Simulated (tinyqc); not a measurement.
Lattice vibrations of a chain, step by step. One step of it, computed by the program tinyqc.

Task: Dynamical matrix at q = 0.39. q is in units of 2 pi/a. A spring k from atom i to atom j, n cells on, adds k to Phi_ii and Phi_jj, -k exp(2 pi i q n) to Phi_ij and the conjugate to Phi_ji (for one atom a cell: 2k (1 - cos 2 pi q n)); D_ij = Phi_ij / sqrt(m_i m_j).

A chain moving along its axis:
```
atom   mass (u)  spring to the next atom (eV/angstrom^2)
1     74.300000                                15.600000
2     22.300000                                12.900000
```

Give: D(q).

Result:

D(q) (eV/(angstrom^2 u)):
```
                 1                2
1           0.3836  -0.1391+0.2020i
2  -0.1391-0.2020i           1.2780
```
